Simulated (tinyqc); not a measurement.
How many bands a k.p model needs: band 5 from Gamma to K: k.p theory built from an empirical-pseudopotential calculation at Gamma.

Empirical pseudopotential on the fcc lattice, atoms at +/- tau, tau = a (1,1,1)/8, no spin-orbit coupling. H(G,G') = c (2 pi/a)^2 |k + G|^2 delta + VS(q) cos(q.tau) + i VA(q) sin(q.tau), q = G - G', c = hbar^2/2m0; k and G in units of 2 pi/a; VS at |q|^2 = 3, 8, 11 and VA at 3, 4, 11, in rydberg, zero elsewhere. The basis is fixed: all 59 G with |G|^2 up to Gcut. Energies are counted from the fourth level at Gamma.

k.p in the lowest n states at Gamma: H_nm = (E_n + c k^2) delta + 2 c k.<n|G|m>, k in 1/angstrom; with all states of the basis it is exact.

Constants: hbar^2/2m0 = 3.80998211 eV angstrom^2; Ry = 13.60569312 eV.

Parameters, chosen for this exercise (near those of InP; the results hold for these values, not for the real material):
```
symbol  value                  unit        meaning
a       5.858                  angstrom    lattice constant
VS      (-0.233, 0.01, 0.061)  Ry          symmetric form factors
VA      (0.07, 0.049, 0.01)    Ry          antisymmetric form factors
Gcut    12                     (2 pi/a)^2  largest |G|^2 of the fixed basis
```

Band 5 (counted from below) at k = f (0.75, 0.75, 0) 2 pi/a; n ends on whole multiplets.

Energies (eV):
```
f      n = 8  n = 15  n = 27  n = 59 (exact)
0.000  1.617   1.617   1.617           1.617
0.125  2.207   2.196   2.194           2.194
0.250  3.010   2.938   2.931           2.930
0.375  3.681   3.449   3.434           3.431
0.500  4.350   3.754   3.731           3.724
0.625  5.108   3.784   3.762           3.747
0.750  5.992   3.563   3.544           3.515
0.875  7.016   3.251   3.232           3.184
1.000  8.187   2.968   2.946           2.875
```

With n = 8 the band stays within 0.05 eV of the exact one up to f = 0.125 (error at K: +5.311 eV). With n = 15 the band stays within 0.05 eV of the exact one up to f = 0.750 (error at K: +0.093 eV). With n = 27 the band stays within 0.05 eV of the exact one up to f = 0.875 (error at K: +0.071 eV). A smaller basis can only raise a level. The exact band has its minimum on these points at f = 0.000; n = 8 puts it at f = 0.000.

Computed by tinyqc, a small Python program: `OMP_NUM_THREADS=1 python tinyqc.py 1080555 1080556 out.jsonl` (the numbers bound the seed that draws the inputs); one thread of a shared host (Intel(R) Xeon(R) Processor @ 2.30GHz), about 0.4 s for the whole set of steps.
